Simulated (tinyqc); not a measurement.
# Small-signal admittance of a forward-biased p+-n diode: two studies

Holes injected into a neutral base of width wb with an ohmic contact at its end; low injection, p0 far above the equilibrium density. A small voltage v exp(i w t), w = 2 pi f, modulates the edge density by p0 v/Vt, and the small-signal density obeys Dp d2p/dx2 = (1/tau + i w) p.

Values chosen for this exercise; permittivity close to that of 4H silicon carbide:

| symbol | value | unit | meaning |
|---|---|---|---|
| T | 300 | K | temperature |
| eps_r | 9.7 |  | relative permittivity |
| Nd | 1.1e15 | cm^-3 | donor density of the base |
| Dp | 2.8 | cm^2/s | hole diffusion coefficient |
| tau | 4e-6 | s | hole lifetime |
| wb | 130 | um | width of the neutral base |
| p0 | 6.4e11 | cm^-3 | excess hole density at the junction edge |
| Na | 3e19 | cm^-3 | acceptor density of the p+ side |
| Rs | 0.00017 | ohm cm^2 | series resistance |
| f | 1.6e5 | Hz | signal frequency |

Constants: q = 1.602176634e-19 C, kB = 1.380649e-23 J/K, Vt = kB T/q, eps0 = 8.8541878128e-14 F/cm where lengths are in cm. Results are converted to the units shown.

Each table varies one quantity; the others keep the values above.

## Admittance against frequency

L = sqrt(Dp tau); direct current J = (q Dp p0/L) coth(wb/L); k = sqrt(1 + i w tau)/L; diffusion admittance Y = (q Dp p0/Vt) k coth(k wb) = G + i w C_diff; junction capacitance C_j = sqrt(q eps0 eps_r Nd/(2 Vr)) in the depletion approximation, with the remaining barrier Vr = Vt ln(Na/p0), a rough value under forward bias; base-width modulation is left out. Measured admittance 1/[Rs + 1/(Y + i w C_j)].

The same in every row: C_j (uF/cm^2) = 0.01287.

Admittance against frequency:

| f (Hz) | w tau | G (S/cm^2) | C_diff (uF/cm^2) | measured G (S/cm^2) | measured C (uF/cm^2) | phase of the measured Y (degrees) |
|---|---|---|---|---|---|---|
| 100 | 0.002513 | 0.003321 | 0.006599 | 0.003321 | 0.01947 | 0.2111 |
| 600 | 0.01508 | 0.003321 | 0.006599 | 0.003321 | 0.01947 | 1.266 |
| 2000 | 0.05027 | 0.003322 | 0.006597 | 0.003322 | 0.01947 | 4.212 |
| 10000 | 0.2513 | 0.003346 | 0.006554 | 0.003346 | 0.01943 | 20.04 |
| 40000 | 1.005 | 0.003647 | 0.006036 | 0.003647 | 0.01891 | 52.50 |
| 2e5 | 5.027 | 0.005807 | 0.003793 | 0.005808 | 0.01667 | 74.50 |
| 7e5 | 17.59 | 0.01013 | 0.002175 | 0.01013 | 0.01505 | 81.30 |
| 3e6 | 75.40 | 0.02051 | 0.001074 | 0.02052 | 0.01395 | 85.54 |
| 1e7 | 251.3 | 0.03727 | 5.909e-4 | 0.03740 | 0.01346 | 87.47 |

G starts at J/Vt = 0.00332 S/cm^2 and C_diff at (J tau/(2 Vt))(1 - 2 x/sinh 2x) = 0.00660 uF/cm^2, x = wb/L = 3.88. Between the last two rows G goes as f^(0.50) and C_diff as f^(-0.50); the limits are 1/2 and -1/2, reached when the signal penetrates only sqrt(Dp/w). The measured C is within 0.01 % of C_diff + C_j in the first row and within 0.01 % of it in the last, the difference being due to Rs.

## Effect of the hole lifetime

Same model as above.

The same in every row: C_j (uF/cm^2) = 0.01287.

Effect of the hole lifetime:

| tau (s) | w tau | G (S/cm^2) | C_diff (uF/cm^2) | measured G (S/cm^2) | measured C (uF/cm^2) | phase of the measured Y (degrees) |
|---|---|---|---|---|---|---|
| 4e-8 | 0.04021 | 0.03319 | 6.636e-4 | 0.03319 | 0.01354 | 22.29 |
| 2e-7 | 0.2011 | 0.01491 | 0.001477 | 0.01491 | 0.01435 | 44.05 |
| 9e-7 | 0.9048 | 0.007581 | 0.002905 | 0.007581 | 0.01578 | 64.46 |
| 4e-6 | 4.021 | 0.005322 | 0.004139 | 0.005322 | 0.01701 | 72.72 |
| 2e-5 | 20.11 | 0.004824 | 0.004566 | 0.004824 | 0.01744 | 74.62 |
| 9e-5 | 90.48 | 0.004731 | 0.004655 | 0.004732 | 0.01753 | 74.97 |
| 0.0004 | 402.1 | 0.004711 | 0.004675 | 0.004711 | 0.01755 | 75.05 |

As tau goes from 4e-8 to 0.0004, G falls from 0.0332 to 0.00471 S/cm^2, C_diff rises from 6.64e-4 to 0.00468 uF/cm^2 and the measured C rises from 0.0135 to 0.0175 uF/cm^2. C_diff stays below C_j.

tinyqc, about 0.01 s, one thread, Intel Xeon 2.30GHz (shared host): `OMP_NUM_THREADS=1 python tinyqc.py 2890185 2890186 out.jsonl`
